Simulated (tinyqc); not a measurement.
Nanowire ballistic transistor, top-of-the-barrier model: two steps of the calculation.

At the top of the source barrier, states moving towards the drain are filled by the source (Fermi level 0) and states moving back by the drain (Fermi level -q Vd); nothing scatters. U is the shift of the band edge there, set by the capacitances CG, CD and CS (the total) and by the charge. Parabolic one-dimensional subbands; the source is grounded.

Inputs (values chosen for the exercise); mass and valleys close to those of gallium arsenide:
- T = 300 K (temperature)
- m = 0.0658 m0 (effective mass)
- gv = 1 (valley degeneracy)
- eox = 22 (relative permittivity of the gate insulator)
- tox = 3.6 nm (insulator thickness)
- d = 4 nm (wire diameter)
- dE = 0.26 eV (offset of a second subband (0: none))
- aG = 0.8 (gate control CG/CS)
- aD = 0.043 (drain control CD/CS)
- E0 = 0.3 eV (band edge at the barrier top above the source Fermi level at zero bias)
- Vg = 0.8 V (gate voltage)
- Vd = 0.8 V (drain voltage)

Constants: q = 1.602176634e-19 C, kB = 1.380649e-23 J/K, hbar = 1.054571817e-34 J s, h = 6.62607015e-34 J s, m0 = 9.1093837015e-31 kg, Vt = kB T/q, eps0 = 8.8541878128e-14 F/cm where lengths are in cm. Results are converted to the units shown.

Question 1. Density of states, capacitances and charge at zero bias. N0 = gv sqrt(2 m kB T/pi)/hbar, CG = 2 pi eps0 eox/ln(1 + 2 tox/d), CS = CG/aG, n0 = n at U = 0 and Vd = 0. eta1 = -(E0 + U)/Vt, eta2 = eta1 - Vd/Vt, n = (N0/2)[F_(-1/2)(eta1) + F_(-1/2)(eta2)], F_(-1/2)(x) = (1/sqrt(pi)) int_0^infinity u^(-1/2)/(1 + exp(u - x)) du. Each F is summed over the two subbands, F(eta) + F(eta - dE/Vt), which share the mass. UL = -(aG Vg + aD Vd).

Find: N0; CG; CS; n0; UL.

Answer 1.

N0 = 1.1921e6 cm^-1
CG = 11.887 pF/cm
CS = 14.859 pF/cm
n0 = 10.878 cm^-1
UL = -0.67440 eV

Question 2. Current, mean velocity and share of the gate voltage. I = gv (2 q^2/h) Vt [ln(1 + exp eta1) - ln(1 + exp eta2)], summed over both subbands. Mean velocity I/(q n). CQ = (q/Vt) dn/d(eta1); the band edge follows the gate as -dU/dVg = aG/(1 + CQ/CS).

converged U = -0.63648454 eV

Wanted: eta1; n; I; mean velocity; CQ; -dU/dVg.

Answer 2.

eta1 = 13.016
n = 3.5163e6 cm^-1
I = 32.099 uA
mean velocity = 5.6975e7 cm/s
CQ = 1.9192 pF/cm
-dU/dVg = 0.70849 eV/V

The carriers from the source are degenerate (eta1 = 13.0), and the mean velocity is 2.72 times vT = sqrt(2 kB T/(pi m)) = 2.10e7 cm/s.

Computed by the program tinyqc: `OMP_NUM_THREADS=1 python tinyqc.py 2400122 2400123 out.jsonl`, one thread of a shared Intel Xeon 2.30GHz, about 0.06 s for the whole run.
